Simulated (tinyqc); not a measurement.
Thermionic emission over a Gaussian spread of barriers: effect of temperature.

Metal on an n-type semiconductor with one parabolic valley; V > 0 is forward bias (metal positive). Patches of barrier height b are spread as a Gaussian with mean phi - r2 V and variance sg^2 + r3 V; each carries A* T^2 exp(-b/Vt) [exp(V/Vt) - 1].

A* = 4 pi q me m0 kB^2/h^3 (times 1e-4 for A/(cm^2 K^2)). The mean of exp(-b/Vt) gives the apparent barrier phi_ap(V) = phi - r2 V - (sg^2 + r3 V)/(2 Vt), J = A* T^2 exp(-phi_ap/Vt) [exp(V/Vt) - 1], and 1/n = 1 + r2 + r3/(2 Vt). J0 = A* T^2 exp(-phi_ap(0)/Vt); the current at zero bias is centred on b = phi - sg^2/Vt.

Inputs (values chosen for the exercise); band and dielectric values close to those of indium phosphide:
```
symbol    value  unit                                                            meaning
me       0.0787    m0                                                      electron mass
phi        1.21    eV                                 barrier height seen from the metal
sg        0.076    eV                          standard deviation of the barrier heights
r2       -0.029        shift of the mean barrier per volt, with its sign reversed (rho2)
r3      -0.0024     V                                     change of sg^2 per volt (rho3)
```

Constants: q = 1.602176634e-19 C, kB = 1.380649e-23 J/K, h = 6.62607015e-34 J s, m0 = 9.1093837015e-31 kg, Vt = kB T/q. Results are converted to the units shown.

Effect of temperature:
```
T (K)	phi_ap(0) (eV)	n	J0 (A/cm^2)	barrier that carries most current (eV)
100	0.8749	1.202	7.668e-40	0.5397
140	0.9706	1.147	2.125e-30	0.7312
180	1.024	1.119	6.620e-24	0.8376
220	1.058	1.102	2.701e-19	0.9053
260	1.081	1.090	7.078e-16	0.9522
300	1.098	1.082	3.017e-13	0.9866
350	1.114	1.074	1.046e-10	1.018
400	1.126	1.068	9.777e-9	1.042
```

Read the table: what changes, and by how much?

The apparent barrier rises from 0.875 to 1.13 eV and n falls from 1.20 to 1.07. A Richardson plot, ln(J0/T^2) against 1/Vt, has the slope -0.635 eV between the first two rows and -1.03 eV between the last two, against phi = 1.21 eV: the plot bends, because cold electrons seek the low patches. In 5 of the 8 rows sg exceeds 3 Vt, so the current comes from more than three deviations below the mean, a tiny share of the area that a Gaussian of independent patches describes poorly.

Program tinyqc, `OMP_NUM_THREADS=1 python tinyqc.py 2640045 2640046 out.jsonl`; Intel Xeon 2.30GHz, shared host, one thread, about 0.01 s.
